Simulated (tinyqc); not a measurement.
X-ray photoelectron analysis of a thin oxide on a semiconductor: attenuation lengths, thickness, angle series and band offsets: one step, computed by the program tinyqc. Command: `OMP_NUM_THREADS=1 python tinyqc.py 3110884 3110885 out.jsonl xps walk`. One thread of a shared host (Intel(R) Xeon(R) Processor @ 2.30GHz), about 0.01 s of CPU time with the checks.

The same element is seen in the oxide and in the substrate, at nearly the same kinetic energy; films are flat and uniform, and the work function is ignored.

Task: Band offsets by core levels. Valence band offset = (E_core - E_v)(substrate) - (E_core - E_v)(oxide) + (core level separation at the interface, oxide less substrate). The separation is made here from the given offset; a uniform field F that raises the binding energy towards the surface shifts the oxide peak by e F <z>, <z> = d/(1 - exp(-x)) - d/x, x = d/(L_o cos theta), being the mean distance from the interface. Conduction band offset = oxide gap - substrate gap - valence band offset.

Inputs (values chosen for the exercise, modelled on SiO2 on silicon):
```
quantity                                       value   unit
oxide gap                                       9.05     eV
substrate gap                                   1.12     eV
oxide thickness d                                  5     nm
valence band offset used to make the data       4.38     eV
core level less valence band top, substrate    98.85     eV
core level less valence band top, thick oxide  98.56     eV
field in the oxide                               1.2  MV/cm
```

d/(L_o cos theta) = 1.950692

Give: separation without field; <z>; separation with field; apparent valence band offset; true conduction band offset; apparent conduction band offset.

Result:

separation without field = 4.09 eV

<z> = 3.266 nm

separation with field = 4.482 eV

apparent valence band offset = 4.772 eV

true conduction band offset = 3.55 eV

apparent conduction band offset = 3.158 eV

The field biases both offsets by 0.39 eV, in opposite directions.
